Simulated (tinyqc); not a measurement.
Which rule serves at which density: Fermi-Dirac statistics of conduction electrons.

F_j(eta) = (1/Gamma(j + 1)) integral_0^infinity x^j dx/(1 + exp(x - eta)), which tends to exp(eta) for eta << 0.

With u = n/Nc: Boltzmann eta = ln u; Joyce-Dixon eta = ln u + u/sqrt(8) - 4.95009e-3 u^2 + 1.48386e-4 u^3 - 4.42563e-6 u^4; Nilsson eta = ln u/(1 - u^2) + v/(1 + (0.24 + 1.08 v)^-2) with v = (3 sqrt(pi) u/4)^(2/3); fully degenerate limit eta = v; exact: F_1/2(eta) = u.

Parameters, chosen for this exercise: u_scale = 0.96 (factor on the ladder of u).

u runs over u_scale times 0.01, 0.03, 0.1, 0.3, 1, 2, 4, 8, 15, 30. Errors are rule minus exact, in kT.

eta and errors:
```
u        eta exact  Boltzmann  Joyce-Dixon  Nilsson  degenerate
0.00960     -4.643     -0.003        0.000    0.001       4.697
0.0288      -3.537     -0.010        0.000    0.000       3.651
0.0960      -2.310     -0.034        0.000   -0.003       2.563
0.288       -1.143     -0.101        0.000   -0.005       1.671
0.960        0.294     -0.335        0.000    0.003       0.882
1.92         1.314     -0.662        0.000    0.004       0.554
3.84         2.638     -1.292        0.000   -0.002       0.327
7.68         4.516     -2.478       -0.002   -0.006       0.190
14.4         7.037     -4.370       -0.052   -0.005       0.119
28.8        11.286     -7.926       -1.349   -0.003       0.073
```

Within 0.05 kT: Boltzmann up to u = 0.096, Joyce-Dixon up to u = 7.68 of those listed. Nilsson never errs by more than 0.006 kT. The degenerate limit is still off by +0.073 kT at the last row, since it leaves out the thermal term -pi^2/(12 eta) = -0.073. Boltzmann always falls short, because it lets more than one electron into a state.

tinyqc: `OMP_NUM_THREADS=1 python tinyqc.py 1680202 1680203 out.jsonl`; about 0.01 s, one thread, shared Intel(R) Xeon(R) Processor @ 2.30GHz.
